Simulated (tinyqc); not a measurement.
# Disorder broadening of a flat band (such as a Landau level) in the self-consistent Born approximation: density of states across the band

The local Green function is G = g0(z - Sigma) with z = E + i eta and g0(z) = 1/z; the self-energy is Sigma = D G. The density of states is -Im G/pi.

Sigma is iterated to self-consistency (retarded branch, Im Sigma < 0); first Born means Sigma = D g0(z) put once into G = g0(z - Sigma); clean means Sigma = 0. Closed form: G = (z - sqrt(z^2 - 4 D))/(2 D) with the root that gives Im G < 0; for eta -> 0 a semi-ellipse of half-width 2 sqrt(D).

Values chosen for this exercise:
```
symbol,value,unit,meaning
D,0.71,eV^2,variance of the random potential
eta,0.0041,eV,bare broadening
```

Density of states across the band:
```
E (eV)  Re Sigma (eV)  Im Sigma (eV)  DOS, self-consistent (1/eV)  DOS, first Born (1/eV)  DOS, clean (1/eV)
0                   0        -0.8406                       0.3768                0.001838              77.64
0.202          0.1008        -0.8345                       0.3741                0.002188            0.03197
0.404          0.2015        -0.8160                       0.3658                0.003811           0.007995
0.607          0.3027        -0.7840                       0.3515                 0.01206           0.003542
0.809          0.4034        -0.7371                       0.3305                  0.5693           0.001994
1.011          0.5040        -0.6721                       0.3013                 0.02319           0.001277
1.213          0.6044        -0.5829                       0.2613                0.004910           8.870e-4
1.416          0.7048        -0.4548                       0.2039                0.002113           6.509e-4
1.618          0.8020        -0.2337                       0.1048                0.001193           4.985e-4
1.82           0.5663      -0.003378                     0.001514                7.751e-4           3.940e-4
2.022          0.4523      -0.001660                     7.441e-4                5.486e-4           3.192e-4
```

What does the table show?

The self-consistent density of states falls from 0.377 to 7.44e-4 1/eV. It drops to the tail left by eta beyond 2 sqrt(D) = 1.69 eV. By ratio, first Born differs most at E = 0 eV, where it is 0.0049 times the self-consistent value.

Range of the model: The self-consistent Born approximation misses band tails from rare fluctuations and localisation.

Program tinyqc, `OMP_NUM_THREADS=1 python tinyqc.py 2720030 2720031 out.jsonl`; Intel Xeon 2.30GHz, shared host, one thread, about 0.01 s.
